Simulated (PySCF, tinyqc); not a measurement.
Worked calculation: RHF in the 6-311g basis, for H2, spin multiplicity 1. The lowest restricted solution is unstable here: a spin-polarised one lies 0.0018 hartree lower (PySCF). One step of it, computed by the program tinyqc.

Task: Iteration 1: building the Fock matrix. J_ij = sum D_kl (ij|kl), K_ij = sum D_kl (ik|jl); F = H + J - 0.5 K; E = tr D H + tr D J / 2 - 0.25 tr D K + E_nn.

D at the start:
```
           1H 1s      1H 2s      1H 3s      2H 1s      2H 2s      2H 3s
1H 1s   0.045551  -0.116670  -0.084959   0.045551  -0.116670  -0.084959
1H 2s  -0.116670   0.298828   0.217607  -0.116670   0.298828   0.217607
1H 3s  -0.084959   0.217607   0.158461  -0.084959   0.217607   0.158461
2H 1s   0.045551  -0.116670  -0.084959   0.045551  -0.116670  -0.084959
2H 2s  -0.116670   0.298828   0.217607  -0.116670   0.298828   0.217607
2H 3s  -0.084959   0.217607   0.158461  -0.084959   0.217607   0.158461
```

core Hamiltonian H = T + V (hartree):
```
           1H 1s      1H 2s      1H 3s      2H 1s      2H 2s      2H 3s
1H 1s  -0.224740  -0.806856  -0.564816  -0.109234  -0.293902  -0.353121
1H 2s  -0.806856  -0.837498  -0.718884  -0.293902  -0.472047  -0.524735
1H 3s  -0.564816  -0.718884  -0.723081  -0.353121  -0.524735  -0.601489
2H 1s  -0.109234  -0.293902  -0.353121  -0.224740  -0.806856  -0.564816
2H 2s  -0.293902  -0.472047  -0.524735  -0.806856  -0.837498  -0.718884
2H 3s  -0.353121  -0.524735  -0.601489  -0.564816  -0.718884  -0.723081
```

Two-electron integrals (ij|kl) in chemists' order, unique and non-zero (hartree):
```
(11|11) 1.393035   (21|11) 0.822971   (21|21) 0.509703   (22|11) 0.822904
(22|21) 0.543028   (22|22) 0.644106   (31|11) 0.411256   (31|21) 0.257757
(31|22) 0.279868   (31|31) 0.130794   (32|11) 0.543681   (32|21) 0.365771
(32|22) 0.452669   (32|31) 0.189803   (32|32) 0.325140   (33|11) 0.494021
(33|21) 0.340115   (33|22) 0.445993   (33|31) 0.178035   (33|32) 0.331779
(33|33) 0.361682   (41|11) 0.021762   (41|21) 0.014609   (41|22) 0.017692
(41|31) 0.007563   (41|32) 0.012479   (41|33) 0.012300   (41|41) 0.000904
(42|11) 0.084345   (42|21) 0.058926   (42|22) 0.078991   (42|31) 0.030987
(42|32) 0.058901   (42|33) 0.063352   (42|41) 0.004145   (42|42) 0.025877
(43|11) 0.097966   (43|21) 0.068844   (43|22) 0.094445   (43|31) 0.036308
(43|32) 0.071697   (43|33) 0.079864   (43|41) 0.004775   (43|42) 0.032955
(43|43) 0.044033   (44|11) 0.417930   (44|21) 0.294994   (44|22) 0.412155
(44|31) 0.155936   (44|32) 0.316898   (44|33) 0.360058   (44|41) 0.021762
(44|42) 0.171202   (44|43) 0.236241   (44|44) 1.393035   (51|11) 0.171202
(51|21) 0.108087   (51|22) 0.118695   (51|31) 0.054961   (51|32) 0.080819
(51|33) 0.076188   (51|41) 0.004145   (51|42) 0.016970   (51|43) 0.019562
(51|44) 0.084345   (51|51) 0.025877   (52|11) 0.257371   (52|21) 0.174411
(52|22) 0.219057   (52|31) 0.090728   (52|32) 0.158428   (52|33) 0.163285
(52|41) 0.008658   (52|42) 0.044977   (52|43) 0.055424   (52|44) 0.257371
(52|51) 0.044977   (52|52) 0.099774   (53|11) 0.245079   (53|21) 0.169506
(53|22) 0.224438   (53|31) 0.088873   (53|32) 0.167694   (53|33) 0.183704
(53|41) 0.008947   (53|42) 0.053045   (53|43) 0.069322   (53|44) 0.333949
(53|51) 0.044272   (53|52) 0.110237   (53|53) 0.132968   (54|11) 0.294994
(54|21) 0.207944   (54|22) 0.288882   (54|31) 0.109839   (54|32) 0.221448
(54|33) 0.251296   (54|41) 0.014609   (54|42) 0.108087   (54|43) 0.148404
(54|44) 0.822971   (54|51) 0.058926   (54|52) 0.174411   (54|53) 0.225498
(54|54) 0.509703   (55|11) 0.412155   (55|21) 0.288882   (55|22) 0.395652
(55|31) 0.152240   (55|32) 0.301627   (55|33) 0.342279   (55|41) 0.017692
(55|42) 0.118695   (55|43) 0.161737   (55|44) 0.822904   (55|51) 0.078991
(55|52) 0.219057   (55|53) 0.281480   (55|54) 0.543028   (55|55) 0.644106
(61|11) 0.236241   (61|21) 0.148404   (61|22) 0.161737   (61|31) 0.075355
(61|32) 0.109841   (61|33) 0.103217   (61|41) 0.004775   (61|42) 0.019562
(61|43) 0.022795   (61|44) 0.097966   (61|51) 0.032955   (61|52) 0.055424
(61|53) 0.054396   (61|54) 0.068844   (61|55) 0.094445   (61|61) 0.044033
(62|11) 0.333949   (62|21) 0.225498   (62|22) 0.281480   (62|31) 0.117171
(62|32) 0.203142   (62|33) 0.208984   (62|41) 0.008947   (62|42) 0.044272
(62|43) 0.054396   (62|44) 0.245079   (62|51) 0.053045   (62|52) 0.110237
(62|53) 0.119597   (62|54) 0.169506   (62|55) 0.224438   (62|61) 0.069322
(62|62) 0.132968   (63|11) 0.337100   (63|21) 0.233070   (63|22) 0.309190
(63|31) 0.122207   (63|32) 0.231814   (63|33) 0.256901   (63|41) 0.009995
(63|42) 0.055957   (63|43) 0.072612   (63|44) 0.337100   (63|51) 0.055957
(63|52) 0.130817   (63|53) 0.155330   (63|54) 0.233070   (63|55) 0.309190
(63|61) 0.072612   (63|62) 0.155330   (63|63) 0.200883   (64|11) 0.155936
(64|21) 0.109839   (64|22) 0.152240   (64|31) 0.057999   (64|32) 0.116582
(64|33) 0.132258   (64|41) 0.007563   (64|42) 0.054961   (64|43) 0.075355
(64|44) 0.411256   (64|51) 0.030987   (64|52) 0.090728   (64|53) 0.117171
(64|54) 0.257757   (64|55) 0.279868   (64|61) 0.036308   (64|62) 0.088873
(64|63) 0.122207   (64|64) 0.130794   (65|11) 0.316898   (65|21) 0.221448
(65|22) 0.301627   (65|31) 0.116582   (65|32) 0.229665   (65|33) 0.261403
(65|41) 0.012479   (65|42) 0.080819   (65|43) 0.109841   (65|44) 0.543681
(65|51) 0.058901   (65|52) 0.158428   (65|53) 0.203142   (65|54) 0.365771
(65|55) 0.452669   (65|61) 0.071697   (65|62) 0.167694   (65|63) 0.231814
(65|64) 0.189803   (65|65) 0.325140   (66|11) 0.360058   (66|21) 0.251296
(66|22) 0.342279   (66|31) 0.132258   (66|32) 0.261403   (66|33) 0.301725
(66|41) 0.012300   (66|42) 0.076188   (66|43) 0.103217   (66|44) 0.494021
(66|51) 0.063352   (66|52) 0.163285   (66|53) 0.208984   (66|54) 0.340115
(66|55) 0.445993   (66|61) 0.079864   (66|62) 0.183704   (66|63) 0.256901
(66|64) 0.178035   (66|65) 0.331779   (66|66) 0.361682
```

nuclear repulsion = 0.41799148 hartree

Give: Coulomb J; exchange K; Fock matrix F; total energy of this density.

Result:

Coulomb J (hartree):
```
        1H 1s   1H 2s   1H 3s   2H 1s   2H 2s   2H 3s
1H 1s  1.0024  0.6943  0.3639  0.0306  0.1685  0.2169
1H 2s  0.6943  0.9137  0.6782  0.1685  0.3898  0.4561
1H 3s  0.3639  0.6782  0.7344  0.2169  0.4561  0.5756
2H 1s  0.0306  0.1685  0.2169  1.0024  0.6943  0.3639
2H 2s  0.1685  0.3898  0.4561  0.6943  0.9137  0.6782
2H 3s  0.2169  0.4561  0.5756  0.3639  0.6782  0.7344
```

exchange K (hartree):
```
        1H 1s   1H 2s   1H 3s   2H 1s   2H 2s   2H 3s
1H 1s  0.2083  0.3430  0.3100  0.1094  0.2430  0.2675
1H 2s  0.3430  0.6421  0.6214  0.2430  0.5180  0.5615
1H 3s  0.3100  0.6214  0.6369  0.2675  0.5615  0.6046
2H 1s  0.1094  0.2430  0.2675  0.2083  0.3430  0.3100
2H 2s  0.2430  0.5180  0.5615  0.3430  0.6421  0.6214
2H 3s  0.2675  0.5615  0.6046  0.3100  0.6214  0.6369
```

Fock matrix F (hartree):
```
         1H 1s    1H 2s    1H 3s    2H 1s    2H 2s    2H 3s
1H 1s   0.6735  -0.2840  -0.3559  -0.1334  -0.2469  -0.2700
1H 2s  -0.2840  -0.2449  -0.3514  -0.2469  -0.3412  -0.3494
1H 3s  -0.3559  -0.3514  -0.3072  -0.2700  -0.3494  -0.3282
2H 1s  -0.1334  -0.2469  -0.2700   0.6735  -0.2840  -0.3559
2H 2s  -0.2469  -0.3412  -0.3494  -0.2840  -0.2449  -0.3514
2H 3s  -0.2700  -0.3494  -0.3282  -0.3559  -0.3514  -0.3072
```

total energy of this density = -0.652817 hartree
